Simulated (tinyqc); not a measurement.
Energy against coordination: Gupta-type many-body potential for a metal. Computed by tinyqc, a small Python program. Command: `OMP_NUM_THREADS=1 python tinyqc.py 3006483 3006484 out.jsonl gupta walk`. One thread of a shared host (Intel(R) Xeon(R) Processor @ 2.30GHz), about 0.02 s of CPU time with the checks.

E_i = sum_j A exp(-p (r_ij/r0 - 1)) - xi rho_i^gamma, with rho_i = sum_j exp(-2 q (r_ij/r0 - 1)); gamma = 1/2 is the tight-binding second-moment form. The crystal is fcc unless stated; d is the neighbour distance and a fixed number of shells is kept.

Inputs (values chosen for the exercise, for a model metal): repulsion A = 0.1 eV; hopping xi = 0.918 eV; decay p = 11.1; decay q = 3.06; reference distance r0 = 2.889 angstrom; embedding exponent gamma = 0.55.

Method. Nearest neighbours only, z equal bonds relaxed to their best length: r/r0 = 1 + ln[A p z^(1 - gamma)/(2 q gamma xi)]/(p - 2 q gamma), E = z A exp(-p (r/r0 - 1)) - xi [z exp(-2 q (r/r0 - 1))]^gamma.

Relaxed bonds:
```
z   r (angstrom)  E per atom (eV)  E/z (eV)
1         2.5066          -0.9987  -0.99871
2         2.6231          -1.2766  -0.63829
3         2.6912          -1.4737  -0.49124
4         2.7396          -1.6318  -0.40794
6         2.8077          -1.8837  -0.31396
8         2.8561          -2.0858  -0.26072
9         2.8759          -2.1746  -0.24162
12        2.9243          -2.4079  -0.20065
```

What follows from these numbers?

Bonds lengthen from 2.507 to 2.924 angstrom between z = 1 and 12, and |E| grows as z^0.354, the exponent gamma (p - 2q)/(p - 2 q gamma) = 0.354; pair bonds would give z^1 at a fixed length.

Extremes, crossings and ranges named in words are read from the listed rows.
